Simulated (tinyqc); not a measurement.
Comparisons within one model: valley splitting in a one-orbital chain of atomic planes (second-neighbour model). A value that a table varies takes the place of the one given here.

Each (001) plane carries one orbital with energy e0, hopping v to the next plane and u to the second: E(phi) = e0 + 2 v cos(phi) + 2 u cos(2 phi), where phi = pi - k a/4 (the sign of every second orbital is chosen so that v > 0, which shifts the phase by pi). The minimum lies at cos(phi0) = -v/(4u), phi0 = pi - (pi/2) k0 for a valley at k0 (2 pi/a), and e0 puts it at zero. A slab of N planes has hard walls: the matrix simply ends.

A well of Nw planes between barriers of 40 planes each (as of a SiGe alloy, taken as an offset alone). With x = j - 39.5 for plane j = 0, 1, ..., the potential is V0 (f(x) + f(Nw - x)) + F (j - 40) a/4, f(y) = 1/(1 + exp(y/L)), a step for L = 0; L is in planes, 4 L is about the distance over which f goes from 0.88 to 0.12, and 1 MV/m = 1e-4 V/angstrom.

Constants: hbar^2/2m0 = 3.80998211 eV angstrom^2.

Values chosen for the exercise (near those of the Delta valleys of silicon; abrupt walls in this chain split the valleys several times more than measured wells; the results hold for these values, not for the real material):
```
symbol  value  unit      meaning
a       5.423  angstrom  lattice constant; planes lie a/4 apart
ml      0.868  m0        longitudinal mass
N0      33               first number of planes
Nf      150              planes in the thick slab
V0      0.15   eV        barrier height
F       10     MV/m      field
Nw      55               planes in the well
k0      0.845  2 pi/a    position of the valley
```

## Splitting against the number of planes

u = 0.633851 eV
v = 0.611223 eV
e0 = 1.415052 eV
phi0 = 1.814270 rad

Ten slabs from N0 on, of thickness (N - 1) a/4 between the outer planes. Effective mass: E1 = (c/ml)(pi/W)^2 with W = (N + 2) a/4: the amplitude vanishes on two missing planes at each end, and the envelope has its nodes N + 2 spacings apart. Large-N estimate of the splitting: 16 pi^2 u |sin(phi0) sin((N + 2) phi0)|/(N + 2)^3.

Doublet (meV):
```
N   thickness (angstrom)  mean level  effective mass  splitting  estimate
33                 43.38       19.20           19.24      1.456     1.403
34                 44.74       18.15           18.19      1.212     1.276
35                 46.10       17.20           17.22      1.771     1.754
36                 47.45       16.28           16.32      0.246     0.304
37                 48.81       15.49           15.50      1.623     1.634
38                 50.16       14.70           14.73      0.510     0.469
39                 51.52       14.01           14.02      1.168     1.196
40                 52.87       13.35           13.36      0.964     0.942
41                 54.23       12.72           12.75      0.581     0.614
42                 55.59       12.17           12.17      1.100     1.095
```

The mean level falls smoothly, from 19.2 to 12.2 meV, within 0.3 % of the effective-mass value. The splitting swings between 0.246 (N = 36) and 1.771 meV (N = 35): one plane more or less changes the phase between the two walls by phi0 = 1.814 rad. The estimate misses the computed values by at most 0.064 meV.

## Splitting against the electric field

A thick slab in a field F: plane j = 0, 1, ... gains the energy F j a/4 (1 MV/m = 1e-4 V/angstrom), which presses the electron against the first wall. The exponent is the slope of ln(splitting) against ln F between 20 and 50 MV/m.

Doublet:
```
F (MV/m)  mean level (meV)  splitting (meV)  splitting/F (meV per MV/m)
1                     8.04           0.1397                      0.1397
2                    12.68           0.2795                      0.1397
5                    23.08           0.6988                      0.1398
10                   36.20           1.3979                      0.1398
20                   56.58           2.7969                      0.1398
30                   73.32           4.1968                      0.1399
50                  101.35           6.9990                      0.1400
```

exponent = 1.00

The splitting goes from 0.1397 to 6.9990 meV. At high field it grows as F^1.00: at a single hard wall it follows the squared slope of the envelope, which is proportional to F, while the level itself grows about as F^(2/3) (here F^0.64). A hard wall is the sharpest interface possible; real Si interfaces split several times less.

## Sharp and graded interfaces

The lowest doublet for several interface widths L.

Doublet:
```
L (planes)  4 L (angstrom)  mean level (meV)  splitting (micro-eV)
0.00                  0.00             31.75               1399.13
0.25                  1.36             31.88                748.46
0.50                  2.71             32.08                144.00
0.75                  4.07             32.34                 24.87
1.00                  5.42             32.67                  4.28
1.50                  8.13             33.52                  0.11
2.00                 10.85             34.54                  0.00
```

The mean level moves by +2.8 meV over the table, while the splitting falls from 1399.1 micro-eV at a step to 4.28 at L = 1 plane, a factor 327. Coupling the valleys needs the Fourier component of the potential at twice the valley wave vector, a period of a few planes, and grading removes it. Random alloy disorder, left out here, sets the splitting once this part is gone.

## What each parameter does

Step interfaces (L = 0). u, v, e0 follow from 8 u sin^2(phi0) = (2c/ml)/(a/4)^2, v = -4u cos(phi0), e0 = 2u + v^2/(4u), c = hbar^2/2m0. Each row changes one parameter from the base and keeps the others.

Results:
```
case               mean level (meV)  splitting (micro-eV)
base                          31.75                1399.1
k0 = 0.855 2 pi/a             31.75                1396.4
ml = 0.955 m0                 30.81                1398.7
V0 = 0.225 eV                 32.83                1399.7
F = 20 MV/m                   47.30                2796.0
Nw = 56                       31.75                1400.3
```

The largest shifts from the base row, up to three for each result and ties (the steps differ in size, so this ranks the rows, not the parameters). mean level (meV): F +15.55, V0 +1.08, ml -0.94; unchanged at the printed digits by k0 and Nw. splitting (micro-eV): F +1396.9, k0 -2.8, Nw +1.2.

Run: tinyqc, `OMP_NUM_THREADS=1 python tinyqc.py 1450212 1450213 out.jsonl`; Intel(R) Xeon(R) Processor @ 2.30GHz, one thread, shared host; about 0.02 s of CPU time with all checks.
